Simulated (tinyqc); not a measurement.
Telling the models apart: thermal, flicker and telegraph noise of a field-effect transistor. Computed by tinyqc, a small Python program. Command: `OMP_NUM_THREADS=1 python tinyqc.py 3005377 3005378 out.jsonl noise walk`. One thread of a shared host (Intel(R) Xeon(R) Processor @ 2.30GHz), about 0.01 s of CPU time with the checks.

Strong inversion, threshold roll-off and channel-length modulation left out; noise sources are uncorrelated and are given as one-sided spectral densities. The drain voltage is 50 mV.

Inputs (values chosen for the exercise, modelled on a silicon n-channel):
```
quantity                                   value         unit
width W                                     0.45   micrometre
length L                                      60           nm
electrical oxide thickness t                 2.5           nm
mobility mu                                  200   cm^2/(V s)
oxide trap density N_t                   4.2e+16  1/(eV cm^3)
oxide barrier phi                            1.6           eV
oxide mass m_ox                             0.25          m_0
Coulomb scattering coefficient alpha_sc    13000        V s/C
frequency f                                 3000           Hz
temperature T                                300            K
```

Operating region: linear. Flicker model: number with correlated mobility.

Constants: eps_0 = 8.8541878128e-12 F/m; hbar = 1.054571817e-34 J s; m_0 = 9.1093837015e-31 kg; e = 1.602176634e-19 C; k_B = 8.617333262e-05 eV/K.

Method. C_ox = 3.9 eps_0/t; I = mu C_ox (W/L) V_ov V_D; g_m = I/V_ov; g_d0 = I/V_D. Tunnelling length lambda = hbar/(2 sqrt(2 m_ox phi)); flat-band noise S_Vfb = e^2 k_B T lambda N_t/(W L C_ox^2 f). S_I = g_m^2 S_Vfb (1 + alpha_sc mu C_ox I/g_m)^2.

Against the overdrive:
```
V_ov (V)  I (microampere)  (g_m/I)^2 (1/V^2)  S_I/I^2 (1/Hz)  S_I/g_m^2 (V^2/Hz)
0.20                20.72             25.000      2.0542e-11          8.2169e-13
0.25                25.90             16.000      1.6038e-11          1.0024e-12
0.32                33.15              9.766      1.2554e-11          1.2855e-12
0.40                41.44              6.250      1.0326e-11          1.6522e-12
0.50                51.80              4.000      8.7007e-12          2.1752e-12
0.63                65.26              2.520      7.4637e-12          2.9623e-12
0.80                82.88              1.562      6.5230e-12          4.1748e-12
1.00               103.59              1.000      5.8667e-12          5.8667e-12
```

What follows from these numbers?

S_I/I^2 falls as V_ov^-1.11 at first and V_ov^-0.48 at the end; (g_m/I)^2 as V_ov^-2.00 and V_ov^-2.00. The input-referred noise rises by a factor 7.14, because trapped charge also scatters, and that term grows with I/g_m.
